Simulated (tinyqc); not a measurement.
p-n diode, drift-diffusion by the Gummel loop with Scharfetter-Gummel fluxes: effect of the length of the p side at fixed bias.

Abrupt junction at x = 0, p side from -Lp, n side to Ln, ohmic contacts. psi is counted from the intrinsic level; n = ni exp((psi - phin)/Vt), p = ni exp((phip - psi)/Vt). Contacts: p side psi = V - Vt ln(Na/ni), p = Na, n = ni^2/Na; n side psi = Vt ln(Nd/ni), n = Nd, p = ni^2/Nd. Constant mobilities, D = mu Vt, Boltzmann statistics, SRH recombination through a mid-gap level, U = (n p - ni^2)/(tp (n + ni) + tn (p + ni)). Current is positive from the p contact to the n contact.

ni = sqrt(Nc Nv) exp(-Eg/(2 Vt)), Eg in volts. Poisson and both continuity equations are solved self-consistently with Scharfetter-Gummel fluxes on a graded mesh of 500 nodes. J_scr is q times the integral of U between -xp and xn. Ideal diffusion current J_id = q ni^2 [Dn coth(wp/Le)/(Le Na) + Dp coth(wn/Lh)/(Lh Nd)] (exp(V/Vt) - 1), Le = sqrt(Dn tn), Lh = sqrt(Dp tp), wp = Lp - xp, wn = Ln - xn, with xp and xn from the depletion approximation (W = sqrt(2 eps0 eps_r (Vbi - V)(1/Na + 1/Nd)/q), xp = W Nd/(Na + Nd), xn = W Na/(Na + Nd), Vbi = Vt ln(Na Nd/ni^2)). Ideality factor = 0.004 V/(Vt ln[J(V + 0.004 V)/J(V)]).

Values chosen for this exercise; band and dielectric values close to those of silicon:

| symbol | value | unit | meaning |
|---|---|---|---|
| T | 275 | K | temperature |
| Eg | 1.12 | eV | band gap |
| eps_r | 11.7 |  | relative permittivity |
| Nc | 2.51e19 | cm^-3 | conduction-band density of states at T |
| Nv | 2.31e19 | cm^-3 | valence-band density of states at T |
| Na | 8.3e17 | cm^-3 | acceptor density of the p side |
| Nd | 1.8e17 | cm^-3 | donor density of the n side |
| mun | 470 | cm^2/(V s) | electron mobility |
| mup | 180 | cm^2/(V s) | hole mobility |
| tn | 1e-6 | s | SRH lifetime of electrons |
| tp | 1e-8 | s | SRH lifetime of holes |
| Ln | 2.6 | um | length of the n side |
| G | 0 | cm^-3 s^-1 | uniform generation rate |
| V | 0.67 | V | bias of the p contact |

Constants: q = 1.602176634e-19 C, kB = 1.380649e-23 J/K, Vt = kB T/q, eps0 = 8.8541878128e-14 F/cm where lengths are in cm. Results are converted to the units shown.

Result of one run:

| J (A/cm^2) | ideality factor | J_scr/J (%) | J_id (A/cm^2) | share recombining at the contacts (%) | larger minority/doping at -xp and xn |
|---|---|---|---|---|---|
| 0.0777 | 1.02 | 3.31 | 0.0753 | 53.3 | 1.52e-4 |

Which length of the p side Lp gave this result: 1.6, 7.4, 12 or 20 um?

Lp = 20 um.

The whole series:

| Lp (um) | J (A/cm^2) | ideality factor | J_scr/J (%) | J_id (A/cm^2) | share recombining at the contacts (%) | larger minority/doping at -xp and xn |
|---|---|---|---|---|---|---|
| 1 | 0.145 | 1.01 | 1.77 | 0.143 | 75.3 | 1.52e-4 |
| 1.6 | 0.118 | 1.01 | 2.17 | 0.116 | 69.7 | 1.52e-4 |
| 2.7 | 0.100 | 1.01 | 2.57 | 0.0977 | 64.2 | 1.52e-4 |
| 4.5 | 0.0896 | 1.01 | 2.87 | 0.0872 | 60.0 | 1.52e-4 |
| 7.4 | 0.0835 | 1.02 | 3.08 | 0.0811 | 57.0 | 1.52e-4 |
| 12 | 0.0799 | 1.02 | 3.22 | 0.0775 | 54.9 | 1.52e-4 |
| 20 | 0.0777 | 1.02 | 3.31 | 0.0753 | 53.3 | 1.52e-4 |

As Lp rises from 1 to 20, J falls from 0.145 to 0.0777 A/cm^2, the share of the depleted layer rises from 1.77 to 3.31 % and the share lost at the contacts falls from 75.3 to 53.3 %. The exponent d ln J/d ln Lp is -0.43 between the first two rows and -0.05 between the last two. J less J_scr is 0.28 % below J_id in the last row.

Program tinyqc, `OMP_NUM_THREADS=1 python tinyqc.py 2240071 2240072 out.jsonl`; Intel Xeon 2.30GHz, shared host, one thread, about 0.2 s.
